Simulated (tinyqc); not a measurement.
p-i-n power rectifier, conductivity modulation at high injection: one step of the calculation.

A drift layer from x = -d to d (2 d = W) between ideal p+ and n+ emitters (no recombination in them). High injection, n = p, ambipolar diffusion with one lifetime; both mobilities scale as (T/300 K)^(-bt).

Question. Drift layer. Triangular field at breakdown with Ec = Kc N^(1/8): BV = eps0 eps_r Ec^2/(2 q N), so N = (eps0 eps_r Kc^2/(2 q BV))^(4/3); W = 2 BV/Ec; mu = mud (T/300 K)^(-bt); rho = 1/(q mu N); ideal resistance rho W.

Values chosen for this exercise; bulk values close to those of silicon: temperature T = 300 K; relative permittivity eps_r = 12.1; critical-field constant Kc = 3940 V/cm per (cm^-3)^(1/8); rated breakdown voltage of the drift layer BV = 1200 V; drift mobility at 300 K mud = 1190 cm^2/(V s); temperature exponent of the drift mobility bt = 2.5.

Constants: q = 1.602176634e-19 C, eps0 = 8.8541878128e-14 F/cm where lengths are in cm. Results are converted to the units shown.

Find: N; Ec; W; mu; rho; ideal resistance.

Answer.

N = 1.518e14 cm^-3
Ec = 0.2334 MV/cm
W = 102.8 um
mu = 1190 cm^2/(V s)
rho = 34.55 ohm cm
ideal resistance = 355.2 mohm cm^2

tinyqc, about 0.01 s, one thread, Intel Xeon 2.30GHz (shared host): `OMP_NUM_THREADS=1 python tinyqc.py 2230007 2230008 out.jsonl`
